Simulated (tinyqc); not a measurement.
# Pillar capacitor in an array: capacitance, non-linearity, leakage and relaxation, step by step

Program tinyqc, `OMP_NUM_THREADS=1 python tinyqc.py 2102038 2102039 out.jsonl`; Intel Xeon 2.30GHz, shared host, one thread, about 0.01 s. Printed values are rounded.

A film between two metal electrodes, each interface adding a series capacitance ci. The small-signal permittivity is ek (1 + aq E^2); the field is found with the linear permittivity. Leakage J = J0 sinh(E/Ef). After a voltage step the film passes a relaxation current kr C V tt^(-nr), tt being the time in seconds. The sidewall is a coaxial capacitor with radii a = dm/2 and b = dm/2 + t, depth AR dm; the end face is left out.

Values chosen for this exercise; permittivity of the order of that of tantalum oxide: relative permittivity of the film ek = 22.9; film thickness t = 25 nm; capacitance of each electrode interface (dead layer and screening) ci = 280 uF/cm^2; quadratic field coefficient of the permittivity aq = 0.0076 cm^2/MV^2; bias V = 0.7 V; leakage prefactor J0 = 7.8e-11 A/cm^2; field for an e-fold rise of the leakage Ef = 0.36 MV/cm; diameter of the pillar dm = 210 nm; aspect ratio, depth over diameter AR = 50; pitch of the square array pt = 410 nm; resistivity of the inner electrode rho = 320 uohm cm.

Constants: eps0 = 8.8541878128e-14 F/cm where lengths are in cm. Results are converted to the units shown.

## Planar capacitance, field and non-linearity

Planar film: Cf = eps0 ek/t, 1/C = 1/Cf + 2/ci, EOT = 3.9 eps0/C, effective permittivity C t/eps0, E = (V/t) C/Cf; quadratic coefficient [C(V)/C - 1]/V^2 with Cf (1 + aq E^2) in C(V).

Cf = 0.811044 uF/cm^2
C = 0.806372 uF/cm^2
EOT = 4.28231 nm
effective permittivity = 22.7681
E = 0.278387 MV/cm
quadratic coefficient = 1195.10 ppm/V^2
J = 6.65111e-11 A/cm^2

The interfaces take 0.576 % of the voltage.

## Cell capacitance, fields and time constant

Per length 1/c = ln(b/a)/(2 pi eps0 ek) + (1/a + 1/b)/(2 pi ci); cell capacitance c AR dm; per footprint over pt^2; fields c V/(2 pi eps0 ek r) at r = a and b; resistance of the inner electrode rho AR dm/(pi a^2); time constant R C/3 of the distributed line.

a = 105 nm
b = 130 nm
cell capacitance = 62.2697 fF
capacitance per footprint = 37.0433 uF/cm^2
field at a = 0.310336 MV/cm
field at b = 0.250656 MV/cm
R = 0.970087 kohm
R C/3 = 20.1357 ps

The array gives 45.9 times the planar capacitance per footprint; curvature makes the field at the inner electrode 1.11 times the planar value.
